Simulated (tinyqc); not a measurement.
Two-junction solar cell, detailed-balance limit: one step of the calculation.

The top cell takes all photons above E1, the bottom cell those between E2 and E1. Each cell follows J = Jsc - J0 (exp(V/Vt) - 1) with J0 = q ge Phi(gap, T)/ERE; light emitted by one cell and absorbed by the other is left out. In series both carry one current; wired apart (four terminals) each works at its own maximum power point. Efficiencies are counted against Pin = fs X sigma Ts^4.

Question. The series curve. V1 = Vt ln((J1 - J)/J01 + 1), V2 = Vt ln((J2 - J)/J02 + 1), power J (V1 + V2).

Inputs (values chosen for the exercise):
```
symbol,value,unit,meaning
T,298,K,cell temperature
```

Constants: q = 1.602176634e-19 C, kB = 1.380649e-23 J/K, Vt = kB T/q. Results are converted to the units shown.

| point | J (mA/cm^2) |
|---|---|
| 0 | 0 |
| 1 | 13.86 |
| 2 | 22.17 |
| 3 | 24.94 |
| 4 | 26.05 |
| 5 | 26.61 |
| 6 | 27.16 |
| 7 | 27.58 |

J1 = 27.714591 mA/cm^2
J2 = 38.171557 mA/cm^2
J01 = 1.0105820e-21 mA/cm^2
J02 = 6.3156344e-8 mA/cm^2

Find: V1; V2; power.

Answer.

| point | V1 (V) | V2 (V) | power (mW/cm^2) |
|---|---|---|---|
| 0 | 1.3268 | 0.51924 | 0 |
| 1 | 1.3090 | 0.50765 | 25.178 |
| 2 | 1.2854 | 0.49691 | 39.515 |
| 3 | 1.2677 | 0.49203 | 43.887 |
| 4 | 1.2545 | 0.48978 | 45.439 |
| 5 | 1.2440 | 0.48856 | 46.104 |
| 6 | 1.2263 | 0.48731 | 46.542 |
| 7 | 1.1900 | 0.48631 | 46.231 |

Among these points the power is largest at J = 27.16 mA/cm^2.

Numbers from tinyqc (`OMP_NUM_THREADS=1 python tinyqc.py 2820118 2820119 out.jsonl`; about 0.01 s on one thread of a shared Intel Xeon 2.30GHz).
